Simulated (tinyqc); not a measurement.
Energy and delay of logic against supply voltage: two steps of the calculation.

One expression serves below and above threshold: I(Vg) = Ik [ln(1 + exp((Vg - VT + dd V)/(al nf Vt)))]^al, with I_on = I(V) and I_off = I(0). Gate delay td = kd C V/I_on, clock period LD td. Per gate and cycle the switching energy is act C V^2 and the leakage energy I_off V LD td. No short-circuit current, no variation. Minima are sought above 0.09 V; below a few Vt gates no longer switch and the model has no meaning.

Parameters, values chosen for the exercise; values of the order met in logic technologies: temperature T = 330 K; threshold voltage at zero drain bias VT = 0.37 V; slope factor nf = 1.09; barrier lowering per volt of supply dd = 0.04; specific current of a gate Ik = 1.1 uA; exponent of the current law al = 1.88; load capacitance of a gate C = 3.2 fF; delay factor kd = 1; logic depth LD = 12; activity factor act = 0.1; supply voltage V = 0.96 V.

Constants: q = 1.602176634e-19 C, kB = 1.380649e-23 J/K, Vt = kB T/q. Results are converted to the units shown.

Question 1. Currents, delay and energies. I_on, I_off, td, clock frequency 1/(LD td), both energies and their sum.

Wanted: I_on; I_off; td; clock frequency; switching energy; leakage energy; energy.

Answer 1.

I_on = 96.160 uA
I_off = 0.024771 nA
td = 31.947 ps
clock frequency = 2.6085 GHz
switching energy = 294.91 aJ
leakage energy = 0.0091165 aJ
energy = 294.92 aJ

I_on/I_off = 3.88e6; leakage makes up 0.00309 % of the energy.

Question 2. New V. Minimum-energy supply: E(V) is the energy per gate and cycle; with h = 0.001 V, E' = (E(V + h) - E(V - h))/(2 h), E'' = (E(V - h) - 2 E(V) + E(V + h))/h^2, V(new) = V - E'/E''.

V after iteration 1 = 0.16628662 V

Give: E'; E''; V after iteration 2.

Answer 2.

E' = 5.6990 aJ/V
E'' = 2301.4 aJ/V^2
V after iteration 2 = 0.16381 V

tinyqc, about 0.01 s, one thread, Intel Xeon 2.30GHz (shared host): `OMP_NUM_THREADS=1 python tinyqc.py 2082002 2082003 out.jsonl`
